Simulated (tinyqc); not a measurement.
## Chip with leakage that grows with temperature, electro-thermal loop and runaway: effect of the leakage power at 300 K

One temperature T for the device, T = T0 + Rth P(T), with P(T) = Pd + Pl (T/300 K)^2 exp[(q Ea/kB)(1/(300 K) - 1/T)]. The loop gain is Rth dP/dT; a solution is thermally stable when it is below one.

P'(T) = (P - Pd)(2/T + q Ea/(kB T^2)), G = Rth P'. T is the lowest solution and Tu the next, unstable one.

Parameters, values chosen for the exercise: ambient temperature T0 = 300 K; temperature-independent switching power Pd = 1.9 W; activation energy of the leakage Ea = 0.69 eV; thermal resistance Rth = 5.9 K/W.

Constants: q = 1.602176634e-19 C, kB = 1.380649e-23 J/K. Results are converted to the units shown.

Results:

| Pl (W) | T (K) | P (W) | G | Tu (K) |
|---|---|---|---|---|
| 0.005 | 311.3 | 1.914 | 0.007449 | 417.9 |
| 0.0074 | 311.3 | 1.921 | 0.01106 | 408.6 |
| 0.011 | 311.4 | 1.931 | 0.01653 | 399.4 |
| 0.016 | 311.5 | 1.946 | 0.02421 | 391.0 |
| 0.024 | 311.6 | 1.970 | 0.03675 | 382.0 |
| 0.036 | 311.8 | 2.007 | 0.05612 | 373.3 |
| 0.054 | 312.2 | 2.066 | 0.08662 | 364.7 |
| 0.081 | 312.8 | 2.161 | 0.1361 | 356.0 |
| 0.18 | 315.6 | 2.646 | 0.3816 | 337.7 |

Estimate the missing row, Pl = 0.12 W.

Computed row:

| Pl (W) | T (K) | P (W) | G | Tu (K) |
|---|---|---|---|---|
| 0.12 | 313.7 | 2.321 | 0.2177 | 347.4 |

With this row back in the table: As Pl goes from 0.005 to 0.18 W, T rises from 311.3 to 315.6 K, the power rises from 1.91 to 2.65 W and the loop gain rises from 0.00745 to 0.382. The gap between the stable and unstable solutions goes from 107 to 22.1 K.

Numbers from tinyqc (`OMP_NUM_THREADS=1 python tinyqc.py 2520041 2520042 out.jsonl`; about 0.01 s on one thread of a shared Intel Xeon 2.30GHz).
